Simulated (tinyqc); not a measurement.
Fully depleted semiconductor-on-insulator film with two gates, non-linear Poisson equation by Newton steps: one step of the calculation.

One dimension across the film, front interface at x = 0, back interface at x = ts. psi is counted from the intrinsic level, n = ni exp(psi/Vt) (source grounded), holes neglected, acceptors ionised. Gates act through Cox = eps0 eox/tox and Cbox = 3.9 eps0/tb with potentials G1 = Vg - (phiM - chi - Vt ln(Nc/ni)) and G2 = Vb - (phiB - chi - Vt ln(Nc/ni)). Classical Boltzmann densities, no interface charge, no depletion in the back plane.

Problem. Electron sheet density, centroid and oxide fields. n_i = ni exp(psi_i/Vt); N_inv = sum w_i n_i with w = ts/11, halved at the ends; centroid sum w n x/N_inv; fields (G1 - psi_0)/tox and (G2 - psi_11)/tb.

Values chosen for this exercise; band and dielectric values close to those of silicon: temperature T = 400 K; insulator thickness tox = 0.98 nm; film thickness ts = 5.7 nm; buried-oxide thickness (eps_r 3.9) tb = 18 nm.

Constants: q = 1.602176634e-19 C, kB = 1.380649e-23 J/K, Vt = kB T/q. Results are converted to the units shown.

converged psi, node 0 to 11 (V): 0.52077281  0.49483480  0.47189712  0.45050195  0.42993616  0.40982727  0.38997351  0.37026336  0.35063446  0.33105171  0.31149529  0.29195397
ni = 4.2084832e12 cm^-3
G1 = 0.68599939 V
G2 = -1.7440006 V

Wanted: n; N_inv; centroid; field in the front oxide; field in the buried oxide.

Solution.

n, node 0 to 11 (cm^-3): 1.533e19  7.224e18  3.713e18  1.996e18  1.099e18  6.134e17  3.448e17  1.946e17  1.101e17  6.240e16  3.538e16  2.007e16
N_inv = 1.195e12 cm^-2
centroid = 0.7512 nm
field in the front oxide = 1.686 MV/cm
field in the buried oxide = -1.131 MV/cm

The centroid lies at 0.13 of the film, near the front interface.

Range of the model: In so thin a film or at such density quantum confinement moves the charge away from the interfaces and raises the threshold.

Program tinyqc, `OMP_NUM_THREADS=1 python tinyqc.py 2190080 2190081 out.jsonl`; Intel Xeon 2.30GHz, shared host, one thread, about 0.3 s.
